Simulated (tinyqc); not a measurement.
Input admittance of a MOSFET at zero drain bias: distributed channel and distributed gate: effect of the channel length.

Source and drain grounded, strong inversion, w = 2 pi f, Cox = eps0 eox/tox. The channel is an RC line of resistance 1/(mu Cox Vo) per square fed from both ends, so one finger has the intrinsic admittance y = i w Cox L tanh(g)/g per width, g = (1/2) sqrt(i w tau), tau = L^2/(mu Vo). The vertical resistance rv/L is in series with y, the overlaps 2 i w Cov in parallel: y_t = 1/(1/y + rv/L) + 2 i w Cov. The gate strip is a line of Rsh/L per length loaded by y_t, so a finger has Y = y_t Wf tanh(k)/k, k = (Wf/sd) sqrt(y_t Rsh/L); the device has Nf Y.

Low-frequency limits, with c = Cox L and ct = c + 2 Cov: R_strip = Rsh Wf/(3 sd^2 L Nf), R_ch = (c/ct)^2 L/(12 mu Cox Vo Wf Nf), R_vert = (c/ct)^2 rv/(L Wf Nf), C = ct Wf Nf. Z = 1/(Nf Y) = R + 1/(i w C), Q = |Im Z|/R, far-point signal |1/cosh k|.

Parameters, values chosen for the exercise; values of the order met in silicon radio-frequency transistors: relative permittivity of the gate insulator (close to silicon dioxide) eox = 3.9; insulator thickness tox = 2.6 nm; finger width Wf = 0.88 um; number of fingers Nf = 32; channel mobility mu = 310 cm^2/(V s); gate overdrive Vo = 0.75 V; sheet resistance of the gate Rsh = 12 ohm/square; vertical resistivity of the gate stack rv = 0 ohm um^2; number of ends at which a finger is contacted sd = 2; overlap and fringe capacitance on each side Cov = 0.29 fF/um; frequency f = 25 GHz.

Constants: eps0 = 8.8541878128e-14 F/cm where lengths are in cm. Results are converted to the units shown.

Effect of the channel length:
```
L (um),w tau,|k|,R (ohm),low-frequency R (ohm),C (fF),Q,signal at the far point
0.03,0.0060805,0.10910,0.96434,0.96434,27.553,239.60,0.99999
0.058,0.022728,0.092174,0.65503,0.65503,38.025,255.60,0.99999
0.11,0.081749,0.082284,0.79015,0.79016,57.472,140.19,0.99998
0.22,0.32700,0.076197,1.5926,1.5928,98.591,40.544,0.99993
0.42,1.1918,0.072906,3.3647,3.3680,172.96,10.939,0.99976
0.8,4.3239,0.068647,6.8570,6.9280,306.17,3.0324,0.99926
1.6,17.296,0.051791,12.838,14.547,444.48,1.1156,0.99911
3,60.805,0.035868,14.611,27.940,407.80,1.0685,0.99956
```

As L goes from 0.03 to 3, R goes from 0.964 through a minimum of 0.655 (at L = 0.058 among the rows listed) to 14.6 ohm, C goes from 27.6 through a maximum of 444 (at L = 1.6 among the rows listed) to 408 fF and Q goes from 240 through a maximum of 256 (at L = 0.058 among the rows listed) to 1.07. R_strip falls as 1/L while R_ch grows with L, which gives the minimum of R.

tinyqc, about 0.01 s, one thread, Intel Xeon 2.30GHz (shared host): `OMP_NUM_THREADS=1 python tinyqc.py 2262042 2262043 out.jsonl`
